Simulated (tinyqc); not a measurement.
Thermionic-field emission through a Schottky barrier, WKB: two steps of the calculation.

Metal on an n-type semiconductor with one parabolic valley; V > 0 is forward bias (metal positive). Energies E are counted from the conduction edge of the neutral semiconductor, whose Fermi level lies at -xi; that of the metal lies at -xi - V. The barrier is a parabola of height Vd = phi - xi - V (depletion approximation, no image force).

Parameters, values chosen for the exercise; band and dielectric values close to those of indium phosphide: temperature T = 200 K; electron mass me = 0.0791 m0; relative permittivity eps_r = 12.5; barrier height seen from the metal phi = 0.7 eV; donor density Nd = 2.1e19 cm^-3; bias V = 0.13 V; points of the energy grid nE = 13; upper end of the energy grid Eb = 0.72 eV.

Constants: q = 1.602176634e-19 C, kB = 1.380649e-23 J/K, hbar = 1.054571817e-34 J s, h = 6.62607015e-34 J s, m0 = 9.1093837015e-31 kg, Vt = kB T/q, eps0 = 8.8541878128e-14 F/cm where lengths are in cm. Results are converted to the units shown.

Question 1. Fermi level, barrier and E00. Nc = 2 (2 pi me m0 kB T/h^2)^1.5 (times 1e-6 for cm^-3); Nd = Nc F12(-xi/Vt), F12(x) = (2/sqrt(pi)) int_0^infinity sqrt(u)/(1 + exp(u - x)) du; E00 = (hbar/2) sqrt(Nd/(me m0 eps0 eps_r)) in SI units (volts). W = sqrt(2 eps0 eps_r Vd/(q Nd)).

Find: Nc; xi; Vd; W; E00; E00/Vt.

Answer 1.

Nc = 3.0388e17 cm^-3
xi = -0.35019 eV
Vd = 0.92019 V
W = 7.7807 nm
E00 = 85.565 meV
E00/Vt = 4.9647

By a common rule of thumb, E00/Vt below 0.5 marks thermionic emission, 0.5 to 5 thermionic-field emission and above 5 field emission. By that rule alone: thermionic-field emission; with a high barrier, tunnelling near its top can carry most of the current even below 0.5.

Question 2. Current density on a coarse grid. For E < Vd, ln T(E) = -(Vd/E00) [sqrt(1 - y) - y ln((1 + sqrt(1 - y))/sqrt(y))], y = E/Vd; T(E) = 1 above. J = A* T (q/kB) int_0^infinity T(E) N(E) dE, N = ln[(1 + exp((-xi - E)/Vt))/(1 + exp((-xi - V - E)/Vt))], A* = 4 pi q me m0 kB^2/h^3 (times 1e-4 for A/(cm^2 K^2)). Simpson's rule on nE equally spaced points from 0 to Eb.

xi = -0.35019312 eV
Vd = 0.92019312 V
E00 = 85.564517 meV

Find: E; T(E); N; T(E) N; J.

Answer 2.

```
point   E (eV)       T(E)           N      T(E) N
0      0.00000  2.1352e-5      7.5429   1.6105e-4
1      0.06000  1.2764e-4      7.5428   9.6280e-4
2      0.12000  4.6372e-4      7.5400   0.0034964
3      0.18000  0.0013846      7.4503    0.010316
4      0.24000  0.0036208      6.1201    0.022160
5      0.30000  0.0085428      2.9556    0.025249
6      0.36000   0.018496     0.44828   0.0082915
7      0.42000   0.037147    0.017257   6.4104e-4
8      0.48000   0.069690   5.3538e-4   3.7311e-5
9      0.54000    0.12270   1.6476e-5   2.0215e-6
10     0.60000    0.20329   5.0689e-7   1.0305e-7
11     0.66000    0.31734   1.5595e-8   4.9489e-9
12     0.72000    0.46648  4.7978e-10  2.2381e-10
```

J = 95665 A/cm^2

The integrand peaks at E = 0.300 eV among these points, 0.33 of the barrier height.

Range of the model: The depletion approximation, a parabolic band and the neglect of image-force lowering make these currents estimates at high doping.

Program tinyqc, `OMP_NUM_THREADS=1 python tinyqc.py 2640075 2640076 out.jsonl`; Intel Xeon 2.30GHz, shared host, one thread, about 0.04 s.
